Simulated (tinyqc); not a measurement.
Tight binding, dimerised chain, step by step. Computed by tinyqc, a small Python program that keeps every step. Settings: t1 = 1.86, t2 = 0.45, delta = 0, points = 12, cells = 3. Command: `OMP_NUM_THREADS=1 python tinyqc.py 21691 21692 out.jsonl` (the two numbers bound the seeds that draw the settings). One thread of a shared host (Intel(R) Xeon(R) Processor @ 2.60GHz), about 0.01 s of CPU time with the checks.

## Bloch Hamiltonian at k

Parameters chosen for this model:
```
parameter     value                      unit
t1         1.860000       eV, inside the cell
t2         0.450000         eV, between cells
delta             0  eV, +/- on the two sites
```

k point k (2 pi / a): [0.150000]

H_AA = +delta, H_BB = -delta, H_AB = -t1 - t2 exp(-i k a).

H(k) at k (eV), order A, B:
```
[[0.000000, -2.124503+0.364058i],
 [-2.124503-0.364058i, 0.000000]]
```

## Levels at k

Diagonalise the Hermitian matrix.

eigenvalues (eV): [-2.155470, 2.155470]

weights |c|^2 of the basis functions, order A, B:
```
[[0.500000, 0.500000],
 [0.500000, 0.500000]]
```

## Bloch Hamiltonian at X

k point X (2 pi / a): [0.500000]

As before.

H(k) at X (eV), order A, B:
```
[[0.000000, -1.410000],
 [-1.410000, 0.000000]]
```

## Levels at X

As before.

eigenvalues (eV): [-1.410000, 1.410000]

weights |c|^2 of the basis functions, order A, B:
```
[[0.500000, 0.500000],
 [0.500000, 0.500000]]
```

## Bands along a path

The same steps at evenly spaced points between the labelled ones.

Bands along the path (eV):
```
k            band 1    band 2
G         -2.310000  2.310000
G-X 0.25  -2.201317  2.201317
G-X 0.50  -1.913661  1.913661
G-X 0.75  -1.574295  1.574295
X         -1.410000  1.410000
```

With 1 band(s) filled, the highest filled level on these points lies at X and the lowest empty one at X: a gap of 2.8200 eV, direct.

## Berry (Zak) phase of the lower band

On 12 points k_j = j/N: phase = -Im ln of the product of <u_j|u_(j+1)>, closed with u_N = u_0 (the cell-periodic part is taken without the site positions). Single arguments depend on the phases chosen for the u_j; only their sum modulo 2 pi does not.

Overlaps:
```
j   |<u_j|u_j+1>|  argument (rad)
0        0.998758       -0.049841
1        0.999095        0.142231
2        0.999654        0.026297
3        0.999999       -0.235682
4        0.999157        0.041068
5        0.997119        0.075927
6        0.997119        0.075927
7        0.999157        0.041068
8        0.999999       -0.235682
9        0.999654        0.026297
10       0.999095        0.142231
11       0.998758       -0.049841
```

phase / pi, folded into (-1, 1] = 0.000000

## Open chain of 3 cells

H of the open chain (eV):
```
[[0.000000, -1.860000, 0.000000, 0.000000, 0.000000, 0.000000],
 [-1.860000, 0.000000, -0.450000, 0.000000, 0.000000, 0.000000],
 [0.000000, -0.450000, 0.000000, -1.860000, 0.000000, 0.000000],
 [0.000000, 0.000000, -1.860000, 0.000000, -0.450000, 0.000000],
 [0.000000, 0.000000, 0.000000, -0.450000, 0.000000, -1.860000],
 [0.000000, 0.000000, 0.000000, 0.000000, -1.860000, 0.000000]]
```

The same hoppings without the wrap-around bond.

levels (eV): [-2.190940, -1.887216, -1.556276, 1.556276, 1.887216, 2.190940]

weights of the highest filled level on the sites: [0.154470, 0.108142, 0.237388, 0.237388, 0.108142, 0.154470]

The bulk gap runs from -1.4100 to 1.4100 eV; no level of this chain lies inside it.
